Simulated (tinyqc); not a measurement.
Classical nucleation, growth and JMAK kinetics of crystallisation from a melt or glass: one step, computed by the program tinyqc.

A spherical nucleus cap on a flat wall with a sharp interface of isotropic energy gamma; lambda = Omega^(1/3) is the jump distance.

Problem. Critical nucleus. Driving force per volume: dG = H [(T_m - T)/T_m] [2 T/(T_m + T)]. Shape factor f = (2 + cos theta)(1 - cos theta)^2/4. W(r) = f [4 pi r^2 gamma - (4/3) pi r^3 dG]; r* = 2 gamma/dG; W* = f 16 pi gamma^3/(3 dG^2); n* = f (4/3) pi r*^3/Omega.

Inputs (values chosen for the exercise, for a model substance): melting point T_m = 1180 K; heat of melting per volume H = 1080 J/cm^3; interface energy gamma = 0.145 J/m^2; atomic volume Omega = 20.5 angstrom^3; temperature T = 971 K; contact angle theta = 100 degrees.

Nucleation: on a flat wall. Driving force: Thompson-Spaepen.

Constants: e = 1.602176634e-19 C; k_B = 1.380649e-23 J/K.

Give: driving force dG; shape factor f; critical radius r*; barrier W*; atoms in the nucleus n*; W*/(k_B T).

Solution.

driving force dG = 172.7 J/cm^3

shape factor f = 0.6289

critical radius r* = 1.679 nm

barrier W* = 6.723 eV

atoms in the nucleus n* = 608.5

W*/(k_B T) = 80.34

The wall leaves r* unchanged and cuts the barrier to 62.9 % of the homogeneous value. W* equals n* Omega dG/2 = 6.723 eV.
